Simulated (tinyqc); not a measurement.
Small-signal admittance of a forward-biased p+-n diode: admittance against frequency.

Holes injected into a neutral base of width wb with an ohmic contact at its end; low injection, p0 far above the equilibrium density. A small voltage v exp(i w t), w = 2 pi f, modulates the edge density by p0 v/Vt, and the small-signal density obeys Dp d2p/dx2 = (1/tau + i w) p.

L = sqrt(Dp tau); direct current J = (q Dp p0/L) coth(wb/L); k = sqrt(1 + i w tau)/L; diffusion admittance Y = (q Dp p0/Vt) k coth(k wb) = G + i w C_diff; junction capacitance C_j = sqrt(q eps0 eps_r Nd/(2 Vr)) in the depletion approximation, with the remaining barrier Vr = Vt ln(Na/p0), a rough value under forward bias; base-width modulation is left out. Measured admittance 1/[Rs + 1/(Y + i w C_j)].

Values chosen for this exercise; permittivity close to that of gallium arsenide:

| symbol | value | unit | meaning |
|---|---|---|---|
| T | 275 | K | temperature |
| eps_r | 12.9 |  | relative permittivity |
| Nd | 1e16 | cm^-3 | donor density of the base |
| Dp | 6.8 | cm^2/s | hole diffusion coefficient |
| tau | 3e-7 | s | hole lifetime |
| wb | 50 | um | width of the neutral base |
| p0 | 1.3e13 | cm^-3 | excess hole density at the junction edge |
| Na | 5e18 | cm^-3 | acceptor density of the p+ side |
| Rs | 0.0015 | ohm cm^2 | series resistance |

Constants: q = 1.602176634e-19 C, kB = 1.380649e-23 J/K, Vt = kB T/q, eps0 = 8.8541878128e-14 F/cm where lengths are in cm. Results are converted to the units shown.

The same in every row: C_j (uF/cm^2) = 0.05479.

Admittance against frequency:
```
f (Hz)     w tau  G (S/cm^2)  C_diff (uF/cm^2)  measured G (S/cm^2)  measured C (uF/cm^2)  phase of the measured Y (degrees)
2000    0.003770      0.4192           0.06208               0.4189                0.1167                             0.2006
7000     0.01319      0.4192           0.06208               0.4190                0.1167                             0.7021
30000    0.05655      0.4194           0.06206               0.4191                0.1167                              3.005
1e5       0.1885      0.4209           0.06186               0.4207                0.1165                              9.872
5e5       0.9425      0.4555           0.05754               0.4554                0.1122                              37.74
2e6        3.770      0.6550           0.04010               0.6565               0.09470                              61.12
9e6        16.96       1.255           0.02093                1.280               0.07543                              73.30
4e7        75.40       2.586           0.01016                2.971               0.06441                              79.60
2e8        377.0       5.753          0.004566                13.74               0.05764                              79.26
```

G starts at J/Vt = 0.419 S/cm^2 and C_diff at (J tau/(2 Vt))(1 - 2 x/sinh 2x) = 0.0621 uF/cm^2, x = wb/L = 3.50. Between the last two rows G goes as f^(0.50) and C_diff as f^(-0.50); the limits are 1/2 and -1/2, reached when the signal penetrates only sqrt(Dp/w). The measured C is 0.13 % below C_diff + C_j in the first row and 2.9 % below it in the last, the difference being due to Rs.

Numbers from tinyqc (`OMP_NUM_THREADS=1 python tinyqc.py 2890215 2890216 out.jsonl`; about 0.01 s on one thread of a shared Intel Xeon 2.30GHz).
